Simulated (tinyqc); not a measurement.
# Worked calculation: fully depleted semiconductor-on-insulator film with two gates, non-linear Poisson equation by Newton steps

Computed by the program tinyqc: `OMP_NUM_THREADS=1 python tinyqc.py 2190067 2190068 out.jsonl`, one thread of a shared Intel Xeon 2.30GHz, about 0.4 s for the whole run. Printed values are rounded.

One dimension across the film, front interface at x = 0, back interface at x = ts. psi is counted from the intrinsic level, n = ni exp(psi/Vt) (source grounded), holes neglected, acceptors ionised. Gates act through Cox = eps0 eox/tox and Cbox = 3.9 eps0/tb with potentials G1 = Vg - (phiM - chi - Vt ln(Nc/ni)) and G2 = Vb - (phiB - chi - Vt ln(Nc/ni)). Classical Boltzmann densities, no interface charge, no depletion in the back plane.

Parameters, values chosen for the exercise; band and dielectric values those of a made-up semiconductor:
- T = 300 K (temperature)
- Eg = 0.973 eV (band gap)
- eps_r = 12.4 (relative permittivity)
- Nc = 2.31e19 cm^-3 (conduction-band density of states at T)
- Nv = 3.2e19 cm^-3 (valence-band density of states at T)
- chi = 5.09 eV (electron affinity)
- eox = 21.5 (relative permittivity of the gate insulator (close to hafnium oxide))
- tox = 4.2 nm (insulator thickness)
- ts = 9 nm (film thickness)
- tb = 14 nm (buried-oxide thickness (eps_r 3.9))
- Na = 1.1e17 cm^-3 (acceptor density of the film)
- phiM = 5.2 eV (work function of the front gate)
- phiB = 5.59 eV (work function of the back plane)
- Vb = -0.7 V (back-gate voltage)
- Vg = -0.09 V (front-gate voltage)

Constants: q = 1.602176634e-19 C, kB = 1.380649e-23 J/K, Vt = kB T/q, eps0 = 8.8541878128e-14 F/cm where lengths are in cm. Results are converted to the units shown.

## Capacitances and gate potentials

ni = sqrt(Nc Nv) exp(-Eg/(2 Vt)), Eg in volts; Cox, Cbox, G1, G2 as defined; Cs = eps0 eps_r/ts; a = eps0 eps_r/h with h = ts/11; coupling ratio of a depleted film Cs Cbox/(Cox (Cs + Cbox)).

ni = 1.82617e11 cm^-3
Cox = 4.53250 uF/cm^2
Cbox = 0.246652 uF/cm^2
Cs = 1.21991 uF/cm^2
a = 13.4190 uF/cm^2
G1 = 0.282287 V
G2 = -0.717713 V
coupling ratio = 0.0452663

## Iteration 1: density, residual and Jacobian diagonal

| node | psi at the start (V) |
|---|---|
| 0 | 0.2 |
| 1 | 0.2 |
| 2 | 0.2 |
| 3 | 0.2 |
| 4 | 0.2 |
| 5 | 0.2 |
| 6 | 0.2 |
| 7 | 0.2 |
| 8 | 0.2 |
| 9 | 0.2 |
| 10 | 0.2 |
| 11 | 0.2 |

Nodes 0 to 11, h = ts/11, box widths w = h (h/2 at both ends), a = eps0 eps_r/h. F_i = a (psi_(i+1) - 2 psi_i + psi_(i-1)) - q w_i (n_i + Na); F_0 = a (psi_1 - psi_0) + Cox (G1 - psi_0) - q w_0 (n_0 + Na); F_11 = a (psi_10 - psi_11) + Cbox (G2 - psi_11) - q w_11 (n_11 + Na). Diagonal b_i = -2 a - q w_i n_i/Vt, with -a - Cox and -a - Cbox in place of -2 a at the ends.

| node | n (cm^-3) | residual F (C/cm^2) | diagonal b (F/cm^2) |
|---|---|---|---|
| 0 | 4.18208e14 | 3.72244e-7 | -1.79516e-5 |
| 1 | 4.18208e14 | -1.44744e-9 | -2.68382e-5 |
| 2 | 4.18208e14 | -1.44744e-9 | -2.68382e-5 |
| 3 | 4.18208e14 | -1.44744e-9 | -2.68382e-5 |
| 4 | 4.18208e14 | -1.44744e-9 | -2.68382e-5 |
| 5 | 4.18208e14 | -1.44744e-9 | -2.68382e-5 |
| 6 | 4.18208e14 | -1.44744e-9 | -2.68382e-5 |
| 7 | 4.18208e14 | -1.44744e-9 | -2.68382e-5 |
| 8 | 4.18208e14 | -1.44744e-9 | -2.68382e-5 |
| 9 | 4.18208e14 | -1.44744e-9 | -2.68382e-5 |
| 10 | 4.18208e14 | -1.44744e-9 | -2.68382e-5 |
| 11 | 4.18208e14 | -2.27080e-7 | -1.36658e-5 |

## Iteration 1: Newton step

Solve a d_(i-1) + b_i d_i + a d_(i+1) = -F_i for all nodes. If the largest |d| exceeds 4 Vt, the whole step is scaled down so that it equals 4 Vt.

| node | Newton step d, before damping (V) | psi after iteration 1 (V) |
|---|---|---|
| 0 | 0.035924 | 0.228613 |
| 1 | 0.020318 | 0.216183 |
| 2 | 0.004820 | 0.203839 |
| 3 | -0.010569 | 0.191582 |
| 4 | -0.025852 | 0.179410 |
| 5 | -0.041026 | 0.167323 |
| 6 | -0.056093 | 0.155322 |
| 7 | -0.071054 | 0.143407 |
| 8 | -0.085908 | 0.131576 |
| 9 | -0.100655 | 0.119830 |
| 10 | -0.115296 | 0.108169 |
| 11 | -0.129830 | 0.096592 |

## Iteration 2: density, residual and Jacobian diagonal

As before.

| node | n (cm^-3) | residual F (C/cm^2) | diagonal b (F/cm^2) |
|---|---|---|---|
| 0 | 1.26493e15 | 7.57545e-8 | -1.79518e-5 |
| 1 | 7.82086e14 | -2.95913e-10 | -2.68384e-5 |
| 2 | 4.85165e14 | -2.94639e-10 | -2.68383e-5 |
| 3 | 3.01974e14 | -2.94837e-10 | -2.68382e-5 |
| 4 | 1.88578e14 | -2.95931e-10 | -2.68381e-5 |
| 5 | 1.18154e14 | -2.97571e-10 | -2.68381e-5 |
| 6 | 7.42748e13 | -2.99541e-10 | -2.68381e-5 |
| 7 | 4.68453e13 | -3.01708e-10 | -2.68381e-5 |
| 8 | 2.96428e13 | -3.03991e-10 | -2.68380e-5 |
| 9 | 1.88190e13 | -3.06340e-10 | -2.68380e-5 |
| 10 | 1.19866e13 | -3.08724e-10 | -2.68380e-5 |
| 11 | 7.65976e12 | -4.62223e-8 | -1.36657e-5 |

## Iteration 2: Newton step

As before.

| node | Newton step d, before damping (V) | psi after iteration 2 (V) |
|---|---|---|
| 0 | 0.0072946 | 0.235907 |
| 1 | 0.0041133 | 0.220296 |
| 2 | 0.0009543 | 0.204794 |
| 3 | -0.0021829 | 0.189399 |
| 4 | -0.0052980 | 0.174112 |
| 5 | -0.0083912 | 0.158932 |
| 6 | -0.0114622 | 0.143860 |
| 7 | -0.0145109 | 0.128896 |
| 8 | -0.0175372 | 0.114039 |
| 9 | -0.0205408 | 0.099289 |
| 10 | -0.0235216 | 0.084647 |
| 11 | -0.0264794 | 0.070113 |

## Iteration 3: density, residual and Jacobian diagonal

As before.

| node | n (cm^-3) | residual F (C/cm^2) | diagonal b (F/cm^2) |
|---|---|---|---|
| 0 | 1.67730e15 | -3.63414e-13 | -1.79519e-5 |
| 1 | 9.16971e14 | -1.36939e-13 | -2.68385e-5 |
| 2 | 5.03409e14 | -4.38657e-15 | -2.68383e-5 |
| 3 | 2.77523e14 | -1.37221e-14 | -2.68382e-5 |
| 4 | 1.53634e14 | -4.85392e-14 | -2.68381e-5 |
| 5 | 8.54050e13 | -7.34342e-14 | -2.68381e-5 |
| 6 | 4.76744e13 | -8.29957e-14 | -2.68381e-5 |
| 7 | 2.67235e13 | -8.09173e-14 | -2.68380e-5 |
| 8 | 1.50421e13 | -7.22026e-14 | -2.68380e-5 |
| 9 | 8.50211e12 | -6.07693e-14 | -2.68380e-5 |
| 10 | 4.82559e12 | -4.90931e-14 | -2.68380e-5 |
| 11 | 2.75030e12 | -1.92449e-14 | -1.36657e-5 |

## Iteration 3: Newton step

As before.

| node | Newton step d, before damping (1e-7 V) | psi after iteration 3 (V) |
|---|---|---|
| 0 | -2.00446 | 0.235907 |
| 1 | -2.41075 | 0.220296 |
| 2 | -2.71507 | 0.204793 |
| 3 | -3.01617 | 0.189398 |
| 4 | -3.30708 | 0.174111 |
| 5 | -3.56183 | 0.158932 |
| 6 | -3.76188 | 0.143860 |
| 7 | -3.90008 | 0.128895 |
| 8 | -3.97798 | 0.114038 |
| 9 | -4.00208 | 0.099289 |
| 10 | -3.98089 | 0.084647 |
| 11 | -3.92313 | 0.070112 |

## Course of the Newton iteration

Stop when the largest undamped |d| is below 1e-9 V, or after 80 iterations.

Course of the iteration:

| iteration | largest \|F\| (C/cm^2) | largest \|d\| (V) |
|---|---|---|
| 1 | 3.72e-7 | 0.130 |
| 2 | 7.58e-8 | 0.0265 |
| 3 | 3.63e-13 | 4.00e-7 |
| 4 | < 1e-19 | < 1e-13 |

Converged in 4 iterations.

## Electron sheet density, centroid and oxide fields

| node | converged psi (V) |
|---|---|
| 0 | 0.235907 |
| 1 | 0.220296 |
| 2 | 0.204793 |
| 3 | 0.189398 |
| 4 | 0.174111 |
| 5 | 0.158932 |
| 6 | 0.143860 |
| 7 | 0.128895 |
| 8 | 0.114038 |
| 9 | 0.099289 |
| 10 | 0.084647 |
| 11 | 0.070112 |

n_i = ni exp(psi_i/Vt); N_inv = sum w_i n_i with w = ts/11, halved at the ends; centroid sum w n x/N_inv; fields (G1 - psi_0)/tox and (G2 - psi_11)/tb.

| node | n (cm^-3) |
|---|---|
| 0 | 1.67729e15 |
| 1 | 9.16962e14 |
| 2 | 5.03403e14 |
| 3 | 2.77520e14 |
| 4 | 1.53632e14 |
| 5 | 8.54038e13 |
| 6 | 4.76737e13 |
| 7 | 2.67231e13 |
| 8 | 1.50418e13 |
| 9 | 8.50197e12 |
| 10 | 4.82552e12 |
| 11 | 2.75026e12 |

N_inv = 2.35612e8 cm^-2
centroid = 1.28741 nm
field in the front oxide = 0.110429 MV/cm
field in the buried oxide = -0.562732 MV/cm

The centroid lies at 0.14 of the film, near the front interface. A 400-interval mesh gives N_inv = 2.287e8 cm^-2; this mesh is 3.0 % above it.
